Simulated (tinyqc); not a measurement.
From results back to parameters: exchange-split free-electron bands and tunnelling magnetoresistance. Five cases, with inputs chosen for the exercise.

Problem. The electron density n_up + n_dn and the polarisation of the density of states, P = (k_up - k_dn)/(k_up + k_dn), are given; EF and Dx are hidden.

Majority and minority bands E = c k^2/m -/+ Dx/2, c = hbar^2/2m0, so k_up = sqrt(m (EF + Dx/2)/c), k_dn = sqrt(m (EF - Dx/2)/c); n_s = k_s^3/(6 pi^2), D_s = m k_s/(4 pi^2 c).

Constants: hbar^2/2m0 = 3.80998211 eV angstrom^2.

Case 1.

Values chosen: m = 0.99 m0 (mass in the electrodes).
n = 0.0641853 1/angstrom^3
P = 0.242528

Case 2.

Values chosen: m = 1.25 m0 (mass in the electrodes).
n = 0.0742722 1/angstrom^3
P = 0.113936

Case 3.

Values chosen: m = 1.24 m0 (mass in the electrodes).
n = 0.0426513 1/angstrom^3
P = 0.274409

Case 4.

Values chosen: m = 0.98 m0 (mass in the electrodes).
n = 0.0319134 1/angstrom^3
P = 0.387722

Case 5.

Values chosen: m = 1.28 m0 (mass in the electrodes).
n = 0.0255322 1/angstrom^3
P = 0.431091

Find: k_up, k_dn; EF; Dx.

Solution. k_dn/k_up = (1 - P)/(1 + P); n then fixes k_up; EF is the mean and Dx the difference of the two kinetic energies.

Case 1.

k_up, k_dn (1/angstrom): 1.4579  0.8888

EF = 5.61 eV
Dx = 5.14 eV

Case 2.

k_up, k_dn (1/angstrom): 1.4302  1.1377

EF = 5.09 eV
Dx = 2.29 eV

Case 3.

k_up, k_dn (1/angstrom): 1.2871  0.7328

EF = 3.37 eV
Dx = 3.44 eV

Case 4.

k_up, k_dn (1/angstrom): 1.2029  0.5307

EF = 3.36 eV
Dx = 4.53 eV

Case 5.

k_up, k_dn (1/angstrom): 1.1247  0.4471

EF = 2.18 eV
Dx = 3.17 eV

Computed by tinyqc, one run a case: `OMP_NUM_THREADS=1 python tinyqc.py N N+1 out.jsonl` with N = 1650854, 1650949, 1650977, 1651143, 1651205; one thread of a shared Intel(R) Xeon(R) Processor @ 2.30GHz, about 0.01 s a run at most.
